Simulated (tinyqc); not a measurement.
Plane-wave Kohn-Sham cycle with exchange-only LDA in a layered model solid, step by step. One step of it, computed by the program tinyqc.

Problem. Iteration 1: potential. V_H(G) = 4 pi rho(G)/G^2 for G != 0 (uniform background); v_x = -(3 rho/pi)^(1/3); V = V_ext + V_H + v_x; Fourier components f(G_m) = (1/N) sum_j f(x_j) exp(-i G_m x_j).

A solid whose potential varies along x alone (atomic units):

| parameter | value |
|---|---|
| period a | 9.900000 |
| cross-section of the cell | 16.000000 |
| electrons per cell | 2 |
| grid points | 16 |
| plane waves -n..n, n | 3 |
| k points | 4 |
| V1 in V1 cos(2 pi x/a) | -0.400000 |
| V2 in V2 cos(4 pi x/a) | -0.270000 |

density at the start, on the grid x_j = j a/N (e/bohr^3): 0.01262626  0.01262626  0.01262626  0.01262626  0.01262626  0.01262626  0.01262626  0.01262626  0.01262626  0.01262626  0.01262626  0.01262626  0.01262626  0.01262626  0.01262626  0.01262626

Give: Potentials on the grid; V(G_m), m = 0, 1, 2, ....

Solution.

Potentials on the grid (hartree):

| x | V_ext | V_H | v_x | V |
|---|---|---|---|---|
| 0.000 | -0.670 | 0.000 | -0.229 | -0.899 |
| 0.619 | -0.560 | 0.000 | -0.229 | -0.790 |
| 1.238 | -0.283 | 0.000 | -0.229 | -0.512 |
| 1.856 | 0.038 | 0.000 | -0.229 | -0.191 |
| 2.475 | 0.270 | 0.000 | -0.229 | 0.041 |
| 3.094 | 0.344 | 0.000 | -0.229 | 0.115 |
| 3.712 | 0.283 | 0.000 | -0.229 | 0.054 |
| 4.331 | 0.179 | 0.000 | -0.229 | -0.051 |
| 4.950 | 0.130 | 0.000 | -0.229 | -0.099 |
| 5.569 | 0.179 | 0.000 | -0.229 | -0.051 |
| 6.188 | 0.283 | 0.000 | -0.229 | 0.054 |
| 6.806 | 0.344 | 0.000 | -0.229 | 0.115 |
| 7.425 | 0.270 | 0.000 | -0.229 | 0.041 |
| 8.044 | 0.038 | 0.000 | -0.229 | -0.191 |
| 8.662 | -0.283 | 0.000 | -0.229 | -0.512 |
| 9.281 | -0.560 | 0.000 | -0.229 | -0.790 |

V(G_m), m = 0, 1, 2, ... (hartree): -0.229  -0.200  -0.135  0.000  0.000  0.000  0.000
